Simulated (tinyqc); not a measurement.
Worked calculation: band-to-band tunnelling across a p-n junction in a two-band chain. Values are carried at full precision from step to step, so a last printed digit may differ when a step is redone from the rounded ones.

Sites alternate A at -Eg/2 and C at +Eg/2 with hopping -t; near the edges, with k counted from the zone boundary pi/a, E^2 = (Eg/2)^2 + (t a k)^2, so t = sqrt(c Eg/m)/a gives the mass m, c = hbar^2/2m0. In the gap cosh(q a) = 1 + (Eg^2/4 - e^2)/(2 t^2), e the energy from the local mid-gap. The potential is V0 = Eg + ov on the p side (left), 0 on the n side, and falls linearly over the 2N sites of the junction, V_j = V0 (1 - j/(2N + 1)), j = 1 to 2N, site 1 being A. E = Eg/2 + x ov. A half chain that ends on a site of level e1 with neighbour e2 has g = (1 + z)/(E - e1), z = exp(-/+ i k a) the root with Im g < 0, cos(k a) = (E - e1)(E - e2)/(2 t^2) - 1. S_L = t^2 g (ending on C, shifted by V0), S_R = t^2 g (starting on A). T = 4 Im(S_L) Im(S_R) |G_(1,2N)|^2.

Constants: hbar^2/2m0 = 3.80998211 eV angstrom^2.

Parameters, chosen for this exercise (gap and mass near those of InAs; shifted at random, so the results belong to these values and not to a real crystal): Eg = 0.376 eV (gap); m = 0.0229 m0 (mass of electron and light hole); a = 4 angstrom (period (two sites)); ov = 0.29 eV (overlap: top of the valence band on the p side above the conduction edge on the n side); N = 4 (periods in the small junction); x = 0.74 (energy above the n-side conduction edge, as a share of ov).

## Hopping, field and tunnelling length

Form t, V0, E, the field F = V0/((2N + 1) a/2) (1 V/angstrom = 100 MV/cm) and the length Eg/F over which E lies in the gap.

t = 1.9773 eV
V0 = 0.6660 eV
E = 0.4026 eV
F = 3.700 MV/cm
tunnelling length = 10.16 angstrom

So short a junction keeps the matrix small; its field is of the size of the 1 to 3 MV/cm of tunnel diodes.

## Self-energies of the two sides

Form cos(k a) and S for each side.

cos(k a): left -0.995647, right -0.983792

S_L, S_R (eV): -0.03770-0.80725i  0.10730-1.18708i

## Recursive Green function

g_1 = 1/(E - e_1 - S_L); g_j = 1/(E - e_j - t^2 g_(j-1)), with S_R also subtracted at the last site; G_1j = G_1(j-1) (-t) g_j, G_11 = g_1; e_j is the site level plus V_j. The self-energies stand in the order S_L, S_R.

Sweep:
```
j  e_j (eV)       g_j (1/eV)      G_1j (1/eV)
1    0.4040   0.0556-1.2363i   0.0556-1.2363i
2    0.7060  -0.0220-0.2045i   0.5024-0.0314i
3    0.2560   0.3356-1.1529i  -0.2618+1.1661i
4    0.5580  -0.0653-0.2006i  -0.4963+0.0467i
5    0.1080   0.5994-0.8548i   0.5092-0.8942i
6    0.4100  -0.1408-0.2002i   0.4957-0.0474i
7   -0.0400   0.6212-0.4895i  -0.5630+0.5380i
8    0.2620  -0.1560-0.2020i  -0.3885-0.0588i
```

T = 0.5919

## WKB for the same field

T = exp(-2 I/F), I = integral of q de across the gap. Continuum: q = sqrt(Eg^2/4 - e^2)/(t a), I = pi Eg^2/(8 t a). Lattice: q from the cosh formula, 12 Gauss-Legendre points in u with e = (Eg/2) sin(u), u from -pi/2 to pi/2. F in V/angstrom is the value in MV/cm over 100.

I (eV/angstrom): continuum 0.007019, lattice 0.007017

T by WKB: continuum 0.6843, lattice 0.6843

The chain gives 0.5919, 0.865 times the lattice WKB value; the exponent is only 0.38, and reflections at the two kinks of the potential count.

## Checks

- G_(1,2N) from the sweep against inversion of the whole matrix (size): both 0.39296.

(tinyqc, `OMP_NUM_THREADS=1 python tinyqc.py 1451271 1451272 out.jsonl`, Intel(R) Xeon(R) Processor @ 2.30GHz, 1 thread, shared host, about 0.01 s.)
